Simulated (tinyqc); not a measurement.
## Capacitances against the space between lines

Endless row of lines of width wl, height tl and space sl between grounded planes at distance hd; e2 fills the gaps beside the lines, e1 the rest. Laplace's equation is solved on meshes of 3, 6 and 12 steps per unit u and extrapolated (Aitken), which is good to about 0.2 %. C_even (all lines at 1 V) is the capacitance Cg to the planes; C_odd (neighbours in antiphase) = Cg + 4 Cc if only nearest neighbours couple, which defines Cc; total with quiet neighbours Cg + 2 Cc. Plate values 2 eps0 e1 wl/hd and eps0 e2 tl/sl.

Values chosen for this exercise:
- e1 = 4.2 (relative permittivity above and below the lines)
- e2 = 2.4 (relative permittivity between the lines)
- wl = 4 u (line width, in units u)
- tl = 12 u (line height)
- hd = 4 u (distance to each plane)

Constants: eps0 = 8.8541878128e-12 F/m. Results are converted to the units shown.

The same in every row: plate Cg (aF/um) = 74.4.

Result of one run:
columns A: sl (u); B: Cg (aF/um); C: Cc (aF/um); D: Cg + 2 Cc (aF/um); E: C_odd (aF/um); F: plate Cc (aF/um); G: share of coupling, 2 Cc/(Cg + 2 Cc) (%)
```
A    B     C    D    E     F     G
4  134  72.2  278  422  63.8  51.9
```

What becomes of these results when the space between lines sl is changed from 4 to 16 u, all else the same?

Result of the changed run:
columns A: sl (u); B: Cg (aF/um); C: Cc (aF/um); D: Cg + 2 Cc (aF/um); E: C_odd (aF/um); F: plate Cc (aF/um); G: share of coupling, 2 Cc/(Cg + 2 Cc) (%)
```
A     B     C    D    E     F     G
16  201  6.11  213  226  15.9  5.72
```

The whole series:
columns A: sl (u); B: Cg (aF/um); C: Cc (aF/um); D: Cg + 2 Cc (aF/um); E: C_odd (aF/um); F: plate Cc (aF/um); G: share of coupling, 2 Cc/(Cg + 2 Cc) (%)
```
A     B     C    D    E     F     G
2   108   151  409  711   128  73.7
4   134  72.2  278  422  63.8  51.9
6   154  43.2  240  327  42.5  36.0
8   169  28.0  225  281  31.9  24.9
12  190  12.8  216  241  21.3  11.9
16  201  6.11  213  226  15.9  5.72
24  210  1.41  213  216  10.6  1.32
```

As sl goes from 2 to 24, Cg rises from 108 to 210 aF/um, Cc falls from 151 to 1.41 aF/um and the share of coupling falls from 73.7 to 1.32 %. Cg is 1.45 times its plate value in the first row and 2.82 times in the last; for Cc the ratios are 1.18 and 0.133. Neighbours in antiphase raise the load by a factor of 1.74 and 1.01 over quiet ones.

tinyqc, about 0.8 s, one thread, Intel Xeon 2.30GHz (shared host): `OMP_NUM_THREADS=1 python tinyqc.py 2790229 2790230 out.jsonl`
